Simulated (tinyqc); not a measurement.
# Voltage drop against the factor on the load at the hot node

A grid of 13 by 13 nodes with segments Rx (rows) and Ry (columns); every node draws I1 and the central node kh I1; pads with resistance Rp sit at the nodes whose row and column are multiples of the pitch, counting from 0. The drops u = Vdd - V follow from G u = i, with G the conductance matrix and i the load currents, solved directly. Here the pitch is 6.

Parameters, values chosen for the exercise:
```
symbol,value,unit,meaning
Vdd,0.7,V,supply voltage
Rx,0.33,ohm,resistance of a horizontal segment
Ry,0.31,ohm,resistance of a vertical segment
Rp,0.49,ohm,resistance from a pad node to the supply
I1,0.15,mA,load current of a node in the large grid
```

Result of one run:
```
kh,pads,worst drop (mV),mean drop (mV),largest drop at a pad (mV),largest pad current (mA),worst drop over Vdd (%)
10,9,2.1416,1.9657,1.8881,3.8533,0.30594
```

What becomes of these results when the factor on the load at the hot node kh is changed from 10 to 5, all else the same?

Result of the changed run:
```
kh,pads,worst drop (mV),mean drop (mV),largest drop at a pad (mV),largest pad current (mA),worst drop over Vdd (%)
5,9,2.0812,1.9166,1.7612,3.5943,0.29731
```

The whole series:
```
kh,pads,worst drop (mV),mean drop (mV),largest drop at a pad (mV),largest pad current (mA),worst drop over Vdd (%)
1,9,2.0328,1.8773,1.6597,3.3871,0.29040
2,9,2.0449,1.8871,1.6851,3.4389,0.29213
5,9,2.0812,1.9166,1.7612,3.5943,0.29731
10,9,2.1416,1.9657,1.8881,3.8533,0.30594
20,9,2.2738,2.0639,2.1419,4.3713,0.32483
50,9,2.9034,2.3585,2.9034,5.9253,0.41477
100,9,4.1725,2.8495,4.1725,8.5154,0.59608
```

The worst drop rises from 2.03 to 4.17 mV and the mean drop rises from 1.88 to 2.85 mV. The central node is itself a pad. The drops are linear in the loads, so the mean grows by 0.00982 mV for each unit of kh in every row.

Numbers from tinyqc (`OMP_NUM_THREADS=1 python tinyqc.py 2770212 2770213 out.jsonl`; about 0.1 s on one thread of a shared Intel Xeon 2.30GHz).
